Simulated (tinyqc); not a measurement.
Charge control and current of a heterostructure field-effect transistor: one step, computed by the program tinyqc.

Two subbands in a triangular well; E_F is counted from the conduction band edge of the channel at the interface.

Problem. Saturation current. With V = e n_s/C_g and V_c = v_s L/mu: for v = mu F/(1 + mu F/v_s), V_Dsat = V_c (sqrt(1 + 2V/V_c) - 1) and I/W = C_g v_s (V - V_Dsat); g_m = dI/dV; extrinsic g_m/(1 + g_m R_S); f_T = g_m/(2 pi C_g L).

Inputs (values chosen for the exercise, modelled on AlGaN/GaN):

| quantity | value | unit |
|---|---|---|
| mobility mu | 1300 | cm^2/(V s) |
| saturation velocity v_s | 1.3 | 1e7 cm/s |
| gate length L | 510 | nm |
| source resistance R_S | 0.23 | ohm mm |
| temperature T | 300 | K |

Charge source: polarisation. Velocity law: smooth.

sheet density n_s = 3.991722e+12 1/cm^2

gate capacitance C_g = 0.3165344 microfarad/cm^2

Constants: e = 1.602176634e-19 C.

Give: V; V_c; V_Dsat; saturation current I/W; intrinsic g_m; extrinsic g_m; intrinsic f_T.

Solution.

V = 2.020 V

V_c = 0.51 V

V_Dsat = 1.013 V

saturation current I/W = 414.4 mA/mm

intrinsic g_m = 273.7 mS/mm

extrinsic g_m = 257.5 mS/mm

intrinsic f_T = 26.99 GHz

V/V_c = 3.96: velocity saturation rules; I is 50 % of e n_s v_s = 831 mA/mm.
